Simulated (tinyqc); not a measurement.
Density of states of one tight-binding band on the square lattice, step by step. Values are carried at full precision from step to step, so a last printed digit may differ when a step is redone from the rounded ones.

E(k) = -2 t (c1 + c2) - 4 t2 c1 c2 with ci = cos(2 pi ki); k in fractions of the reciprocal vectors, mesh k_i = j/N with j = 0 .. N-1. Densities are per cell and per spin, so the band holds one state.

Values chosen for the exercise:
```
symbol  value   unit  meaning
t       1.73    eV    nearest hopping
t2      0.03    eV    second hopping
N       8             mesh points along each axis
bins    10            bins of the histogram
E_lo    -7.113  eV    lower end of the histogram
E_hi    6.817   eV    upper end
E       3.41    eV    energy at which the density is wanted
sigma   0.346   eV    Gaussian width
```

## Energies on the mesh

Evaluate the band at all 64 points and collect equal values.

Distinct energies:
```
E_k (eV)  points
-7.0400        1
-5.9914        4
-4.9532        4
-3.4600        4
-2.4466        8
-0.9286        4
0.0000         4
0.0600         8
0.1200         2
1.0983         4
2.4466         8
3.4600         4
4.8332         4
5.8217         4
6.8000         1
```

The 64 points give 15 distinct energies between -7.0400 and 6.8000 eV; a dense mesh gives a band from -7.040 to 6.800 eV.

## Histogram

Count the points in equal bins from E_lo to E_hi; g = count/(all points x bin width).

Histogram:
```
from (eV)  to (eV)  points  g (1/eV)
-7.1130    -5.7200       5    0.0561
-5.7200    -4.3270       4    0.0449
-4.3270    -2.9340       4    0.0449
-2.9340    -1.5410       8    0.0897
-1.5410    -0.1480       4    0.0449
-0.1480     1.2450      18    0.2019
1.2450      2.6380       8    0.0897
2.6380      4.0310       4    0.0449
4.0310      5.4240       4    0.0449
5.4240      6.8170       5    0.0561
```

Empty bins: 0 of 10; the fullest holds 18 points.

## Gaussian broadening at one energy

Gaussian broadening: g(E) = mean over the mesh of exp(-(E - E_k)^2/(2 sigma^2))/(sigma sqrt(2 pi)), n(E) = mean of erfc((E_k - E)/(sigma sqrt 2))/2.

Sum over the distinct energies with their counts.

n(E) = 0.8242
g(E) = 0.0743 1/eV

## One triangle of the mesh

For corner energies e1 <= e2 <= e3 and eij = ei - ej, the share of the triangle below E is n = (E - e1)^2/(e21 e31) for e1 < E < e2 and n = 1 - (e3 - E)^2/(e31 e32) for e2 < E < e3; its density of states is g = dn/dE.

corner energies, sorted (eV): 0.0600  2.4466  3.4600

Find its share below E and its density of states at E.

n = 0.9993
g = 0.0290 1/eV

E lies between corners 2 and 3.

## Sum over all linear triangles

Each square of the mesh is cut along (i, j)-(i+1, j+1) into two triangles. For corner energies e1 <= e2 <= e3 and eij = ei - ej, the share of the triangle below E is n = (E - e1)^2/(e21 e31) for e1 < E < e2 and n = 1 - (e3 - E)^2/(e31 e32) for e2 < E < e3; its density of states is g = dn/dE.

Average n and g over all pieces of the mesh. The reference uses the same method with N = 240.

n(E) = 0.8255
g(E) = 0.0681 1/eV
reference n(E) = 0.813
reference g(E) = 0.065 1/eV

On this mesh the linear method errs by +0.003 1/eV in g and +0.013 in n; the Gaussian sum erred by +0.009 and +0.011.

## Checks

- States below the top of the band by the linear method against one: both 1.000000.

Computed by tinyqc, a small Python program: `OMP_NUM_THREADS=1 python tinyqc.py 1652265 1652266 out.jsonl` (the numbers bound the seed that draws the inputs); one thread of a shared host (Intel(R) Xeon(R) Processor @ 2.30GHz), about 0.08 s for the whole set of steps.
